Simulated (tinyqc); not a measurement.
Resistance of a source-drain extension with a graded tip: one step of the calculation.

y runs along the channel, the gate covers y > 0. The doping is N0 for y < y0 and N0 10^(-(y - y0)/la) beyond, uniform over the depth xj. Sheet conductance s(y) = q mu(N) max(N - Nch, 0) xj + (for y > 0) ma Cox Vo, with mu(N) = u0 + (u1 - u0)/(1 + (N/Nr)^au) and Cox = eps0 eox/tox. Current is taken as one-dimensional; depletion of the tip, spreading and the contact are left out. The metallurgical junction lies at yj, where N = Nch.

Task. Resistance of the overlapped part. Midpoint rule on 9 equal steps from 0 to yj: R_ov = sum h/s(y), per width.

Values chosen for this exercise; mobility law close to that of holes in silicon:
- eox = 3.9 (relative permittivity of the gate insulator (close to silicon dioxide))
- tox = 1.1 nm (insulator thickness)
- N0 = 1.4e20 cm^-3 (active doping of the extension far from the gate)
- la = 2 nm/decade (lateral abruptness)
- y0 = 0.9 nm (position under the gate where the fall begins (gate edge at 0))
- xj = 24 nm (depth of the extension)
- Nch = 3.3e18 cm^-3 (channel doping)
- Vo = 0.48 V (gate overdrive)
- ma = 44 cm^2/(V s) (mobility of the gate-induced layer)
- u1 = 470.5 cm^2/(V s) (mobility at low doping)
- u0 = 44.9 cm^2/(V s) (mobility at high doping)
- Nr = 2.23e17 cm^-3 (reference doping)
- au = 0.719 (exponent)

Constants: q = 1.602176634e-19 C, eps0 = 8.8541878128e-14 F/cm where lengths are in cm. Results are converted to the units shown.

Give: y; N; doped conductance; sheet resistance; R_ov.

Result.

```
point  y (nm)  N (cm^-3)  doped conductance (uS)  sheet resistance (ohm/square)
0      0.2308   1.400e20                    2576                          378.5
1      0.6925   1.400e20                    2576                          378.5
2       1.154   1.045e20                    1943                          497.6
3       1.616   6.140e19                    1168                          810.4
4       2.078   3.608e19                   701.0                           1303
5       2.539   2.121e19                   415.9                           2074
6       3.001   1.246e19                   236.9                           3298
7       3.463   7.325e18                   119.0                           5398
8       3.924   4.305e18                   34.83                           9888
```

R_ov = 11.09 ohm um

tinyqc, about 0.04 s, one thread, Intel Xeon 2.30GHz (shared host): `OMP_NUM_THREADS=1 python tinyqc.py 2282234 2282235 out.jsonl`
